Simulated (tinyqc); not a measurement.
Admittance spectroscopy of a deep trap: one step of the calculation.

Schottky contact on an n-type layer with shallow donors Nd (all ionised) and a donor-like deep trap, neutral when filled and positive when empty; depletion approximation. Traps within lam of the depletion edge stay filled. The traps at xt = W - lam, where the level crosses the Fermi level, follow a slow signal and not a fast one. w = 2 pi f.

Task. Widths and limiting capacitances. lam = sqrt(2 eps0 eps_r (EF - ET)/(q Nd)), EF - ET = Et - (kB T/q) ln(Nc(T)/Nd), Nc(T) = Nc (T/300 K)^1.5. In the steady state at the band bending V, 2 eps0 eps_r V/q = Nd W^2 + Nt (W - lam)^2 (the second term only if W > lam). V = Vbi + Vr. C_HF = eps0 eps_r/W, C_LF = eps0 eps_r (Nd + Nt)/(Nd W + Nt xt).

Values chosen for this exercise; material values close to those of silicon:
```
symbol,value,unit,meaning
eps_r,11.7,,relative permittivity
Nc,2.83e19,cm^-3,conduction-band density of states at 300 K
Nd,3.7e15,cm^-3,shallow donor density
Vbi,0.77,V,built-in voltage
Et,0.19,eV,depth of the trap below the conduction edge
Nt,4.1e15,cm^-3,trap density
Vr,0,V,reverse bias
T,185,K,temperature
```

Constants: q = 1.602176634e-19 C, kB = 1.380649e-23 J/K, eps0 = 8.8541878128e-14 F/cm where lengths are in cm. Results are converted to the units shown.

Give: lam; W; xt; C_HF; C_LF.

Result.

lam = 143.60 nm
W = 425.51 nm
xt = 281.91 nm
C_HF = 24.346 nF/cm^2
C_LF = 29.596 nF/cm^2

The step is 21.6 % of C_HF.

tinyqc, about 0.01 s, one thread, Intel Xeon 2.30GHz (shared host): `OMP_NUM_THREADS=1 python tinyqc.py 2050170 2050171 out.jsonl`
